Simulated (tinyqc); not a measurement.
FCI on RHF in the 6-31g basis, for He, spin multiplicity 1, step by step. One step of it, computed by the program tinyqc.

Task: FCI: determinants and Hamiltonian. Slater-Condon rules over spin orbitals, with the nuclear repulsion added and E(HF) subtracted on the diagonal. Only determinants linked to the reference directly or through others are kept (one block of an abelian symmetry group), so some states are absent.

one-electron integrals over orbitals h = C^T H C (hartree):
$$\begin{pmatrix}
-1.941034 & 0.316490 \\
0.316490 & -0.088737
\end{pmatrix}$$

Two-electron integrals over orbitals (pq|rs), unique and non-zero (hartree):
```
(11|11) 1.026907    (21|11) -0.316490   (21|21) 0.227670    (22|11) 0.858133
(22|21) -0.255554   (22|22) 0.766363
```

nuclear repulsion = 0 hartree

Hartree-Fock energy = -2.85516043 hartree

Give: determinants; H - E(HF) between determinants.

Result:

Occupation strings over the orbitals (2 doubly, a alpha, b beta, 0 empty; spin orbitals ordered 1a 1b 2a 2b ...): 20 ab ba 02

H - E(HF) between determinants (hartree), order 20, ab, ba, 02:
$$\begin{pmatrix}
0.0000 & 0.0000 & 0.0000 & 0.2277 \\
0.0000 & 1.6835 & -0.2277 & 0.0609 \\
0.0000 & -0.2277 & 1.6835 & -0.0609 \\
0.2277 & 0.0609 & -0.0609 & 3.4440
\end{pmatrix}$$
